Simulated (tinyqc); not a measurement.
What each parameter does: linear model of a band gap against the share of exact exchange.

E(alpha) = E0 + S alpha. A wider gap screens less, modelled in the Penn form eps(alpha) = 1 + (e0 - 1)(EP/(EP + S alpha))^2 with a scale EP chosen for the exercise. A dielectric-dependent hybrid takes alpha = 1/eps.

Parameters, chosen for this exercise (of the order of those of TiO2; not measured data): E0 = 1.88 eV (gap of the semi-local functional); S = 9.2 eV (slope dE/d(alpha)); e0 = 8.47 (optical dielectric constant at alpha = 0); EP = 12 eV (energy scale of the screening).

Fixed point alpha = 1/eps(alpha), gap and eps there.

Results for these values:
```
case,alpha,E (eV),eps
base,0.1412,3.179,7.082
```

What happens to each result for e0 = 9.317, all else kept?

Answer: alpha falls from 0.1412 to 0.1264; E falls from 3.179 to 3.043; eps rises from 7.082 to 7.913.

The same for each parameter in turn:
```
case,alpha,E (eV),eps
base,0.1412,3.179,7.082
E0 = 1.692 eV,0.1412,2.991,7.082
S = 10.12 eV,0.1441,3.338,6.939
e0 = 9.317,0.1264,3.043,7.913
EP = 10.8 eV,0.1445,3.209,6.923
```

(tinyqc, `OMP_NUM_THREADS=1 python tinyqc.py 1850406 1850407 out.jsonl`, Intel(R) Xeon(R) Processor @ 2.30GHz, 1 thread, shared host, about 0.01 s.)
